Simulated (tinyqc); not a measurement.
Worked calculation: plane-wave Kohn-Sham cycle with exchange-only LDA in a layered model solid. One step of it, computed by the program tinyqc.

Task: Iteration 1: levels at that k. Diagonalise the Hermitian matrix.

H (hartree), order -3, -2, -1, +0, +1, +2, +3:
```
[[0.593813, -0.305000, 0.000000, 0.000000, 0.000000, 0.000000, 0.000000],
 [-0.305000, 0.159914, -0.305000, 0.000000, 0.000000, 0.000000, 0.000000],
 [0.000000, -0.305000, -0.091290, -0.305000, 0.000000, 0.000000, 0.000000],
 [0.000000, 0.000000, -0.305000, -0.159801, -0.305000, 0.000000, 0.000000],
 [0.000000, 0.000000, 0.000000, -0.305000, -0.045617, -0.305000, 0.000000],
 [0.000000, 0.000000, 0.000000, 0.000000, -0.305000, 0.251261, -0.305000],
 [0.000000, 0.000000, 0.000000, 0.000000, 0.000000, -0.305000, 0.730834]]
```

Give: eigenvalues.

Result:

eigenvalues (hartree): [-0.610, -0.299, -0.011, 0.255, 0.421, 0.781, 0.903]
